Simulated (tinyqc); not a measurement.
Millisecond and nanosecond annealing: surface heating, thermal budget and solid-phase regrowth: one step, computed by the program tinyqc. Command: `OMP_NUM_THREADS=1 python tinyqc.py 3004695 3004696 out.jsonl flash walk`. One thread of a shared host (Intel(R) Xeon(R) Processor @ 2.30GHz), about 0.01 s of CPU time with the checks.

A square pulse heats the surface of a thick wafer with constant thermal properties; losses by radiation are neglected and silicon melts at 1414 C.

Task: Temperature in depth and time. Absorbed flux q = (1 - R) fluence/t_p; kappa = k/c. With f(z, t) = (2 q/k) sqrt(kappa t) ierfc(z/(2 sqrt(kappa t))), ierfc(x) = exp(-x^2)/sqrt(pi) - x erfc(x): T = T0 + f(z, t) during the pulse and T0 + f(z, t) - f(z, t - t_p) after it.

Inputs (values chosen for the exercise, modelled on hot silicon with arsenic):

| quantity | value | unit |
|---|---|---|
| incident fluence | 32.4 | J/cm^2 |
| pulse length t_p | 0.002 | s |
| reflectance R | 0.39 | - |
| thermal conductivity k | 0.27 | W/(cm K) |
| heat capacity per volume c | 2.16 | J/(cm^3 K) |
| preheat temperature T0 | 600 | C |
| wafer thickness d | 775 | um |

Source: flash lamp.

thermal length sqrt(kappa t_p) = 158.1139 um

Give: Temperature (C).

Result:

Temperature (C):

| t/t_p | surface | z = 0.5 thermal lengths | z = 1 | z = 2 |
|---|---|---|---|---|
| 0.10 | 806 | 634 | 602.3 | 600.0 |
| 0.25 | 926 | 716 | 629.1 | 600.6 |
| 0.50 | 1062 | 829 | 696.4 | 609.8 |
| 0.75 | 1166 | 923 | 765.5 | 630.5 |
| 1.00 | 1253 | 1004 | 831.1 | 658.2 |
| 1.10 | 1078 | 1000 | 853.9 | 670.5 |
| 1.50 | 938 | 915 | 854.3 | 713.5 |
| 2.00 | 870 | 859 | 826.8 | 734.7 |
| 4.00 | 775 | 772 | 762.8 | 731.1 |
| 10.00 | 706 | 705 | 703.2 | 695.4 |

One tenth of a pulse length after the end the surface has lost 175 C: cooling starts as sqrt(t - t_p), much faster than heating ends. Caution: by the last row heat has reached the back of the wafer, so the surface stays hotter than listed.
